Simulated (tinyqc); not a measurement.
Double-gate transistor below threshold, two-dimensional Poisson equation on a small mesh: one step of the calculation.

Half of a symmetric double-gate structure: row 0 is the mid-plane of the body, where the normal field vanishes. Mobile charge is neglected (subthreshold), the body is fully depleted, and potentials are counted from the intrinsic level; rows run upward to the gate, columns from source to drain.

Question. Coefficients of the five-point equations. Mesh: rows i = 0..2 in the semiconductor (step hs = tb/2, row 2 on the interface), then 1 step(s) ho = tox/1 up to the gate row 3; columns j = 0..5 (step hy = L/5). Box integration, divided by eps0: up_i = eps hy/h of the interval above row i, dn_i = that of the interval below (0 for row 0), lat_i = (sum of eps h/2 over the intervals above and below)/hy, s_i = -q Na w_i hy/eps0 with w_i the semiconductor height of the box (hs/2 for row 0 and the interface row, hs between, 0 in the insulator). Each free node obeys (up + dn + 2 lat) psi = up psi(above) + dn psi(below) + lat [psi(left) + psi(right)] + s.

Inputs (values chosen for the exercise); semiconductor permittivity made up:
- eps_r = 12.8 (relative permittivity of the semiconductor)
- eox = 7.5 (relative permittivity of the insulator)
- tb = 8 nm (half the body thickness)
- tox = 3.1 nm (insulator thickness)
- L = 44 nm (channel length)
- Na = 7.3e17 cm^-3 (acceptor density of the depleted body)

Constants: q = 1.602176634e-19 C, eps0 = 8.8541878128e-14 F/cm where lengths are in cm. Results are converted to the units shown.

Give: up; dn; lat; s.

Answer.

```
row     up     dn    lat    s (V)
0    28.16      0  2.909  -0.2325
1    28.16  28.16  5.818  -0.4650
2    21.29  28.16  4.230  -0.2325
```

Computed by the program tinyqc: `OMP_NUM_THREADS=1 python tinyqc.py 2480046 2480047 out.jsonl`, one thread of a shared Intel Xeon 2.30GHz, about 0.09 s for the whole run.
